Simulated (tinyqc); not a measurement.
Ellipsoidal valleys in the axes of a wafer and a channel: sweeps and comparisons. A value that a table varies takes the place of the one given here.

Valleys with axes a along [111], [1-1-1], [-11-1] and [-1-11], one whole valley each; inverse mass tensor w = 1/mt + (1/ml - 1/mt) a a. Device axes: z = nz/|nz|, x = nx/|nx|, y = z cross x; in them a = (ax, ay, az). Confinement mass mz = 1/w_zz. In the plane w_ij is replaced by u_ij = w_ij - w_iz w_jz/w_zz (i, j = x, y); density-of-states mass md = 1/sqrt(det u); conductivity mass along x mc = 1/u_xx; ballistic transport mass mx = u_yy/det u, width mass my = 1/u_yy.

Hard walls: E_n = c (n pi/t)^2/mz, c = hbar^2/2m0, n = 1, 2, 3. Non-degenerate share of a valley proportional to md sum_n exp(-E_n/kT); mean 1/mc = sum of share/mc. 1 nm = 10 angstrom.

Constants: hbar^2/2m0 = 3.80998211 eV angstrom^2; kB = 8.617333262e-05 eV/K.

Values chosen for the exercise (near those of the L valleys of Ge; not measured data): ml = 1.647 m0 (longitudinal mass); mt = 0.08 m0 (transverse mass); t = 5 nm (thickness of the film); T = 300 K (temperature); nz = (0, 0, 1) (surface normal (confinement)); nx = (1, 0, 0) (channel direction).

## Wafer and channel orientation

For each face/channel: the lowest ladder (mz, number of valleys, md, E1, share) and the mean conductivity mass over all valleys.

Results:

| face/channel | mz | valleys | md | E1 (meV) | share | mean mc |
|---|---|---|---|---|---|---|
| (111)/[11-2] | 1.647 | 1 | 0.080 | 9.1 | 0.981 | 0.0807 |
| (110)/[001] | 0.219 | 2 | 0.220 | 68.8 | 0.984 | 0.5646 |
| (001)/[100] | 0.117 | 4 | 0.300 | 128.4 | 1.000 | 0.1494 |
| (111)/[1-10] | 1.647 | 1 | 0.080 | 9.1 | 0.981 | 0.0807 |
| (210)/[001] | 0.186 | 2 | 0.238 | 80.7 | 0.964 | 0.2907 |
| (110)/[1-11] | 0.219 | 2 | 0.220 | 68.8 | 0.984 | 0.1131 |
| (001)/[110] | 0.117 | 4 | 0.300 | 128.4 | 1.000 | 0.1494 |

What does this show?

The mean conductivity mass is lowest, 0.0807, for (111)/[11-2] and (111)/[1-10] and highest, 0.5646, for (110)/[001]; the bulk value is 0.1172. The confinement energy is lowest on the face with the heaviest mz ((111), 9 meV). The density of states of the lowest ladder, valleys times md, runs between 0.080 and 1.200; a small value limits the charge through the quantum capacitance.

## What each parameter does

Lowest E1, its share and the mean conductivity mass. Each row changes one parameter from the base and keeps the others.

Results:

| case | lowest E1 (meV) | share | mean mc (m0) |
|---|---|---|---|
| base | 128.39 | 1.0000 | 0.1494 |
| ml = 1.812 m0 | 128.11 | 1.0000 | 0.1503 |
| mt = 0.088 m0 | 116.99 | 1.0000 | 0.1633 |
| t = 4.5 nm | 158.50 | 1.0000 | 0.1494 |
| T = 330 K | 128.39 | 1.0000 | 0.1494 |

What does this show?

The largest shifts from the base row, up to three for each result and ties (the steps differ in size, so this ranks the rows, not the parameters). lowest E1 (meV): t +30.12, mt -11.39, ml -0.28; unchanged at the printed digits by T. share: unchanged at the printed digits by ml, mt, t and T. mean mc (m0): mt +0.0139, ml +0.0009; unchanged at the printed digits by t and T.

Program tinyqc; command `OMP_NUM_THREADS=1 python tinyqc.py 1850774 1850775 out.jsonl`; about 0.01 s on one thread of a shared Intel(R) Xeon(R) Processor @ 2.30GHz.
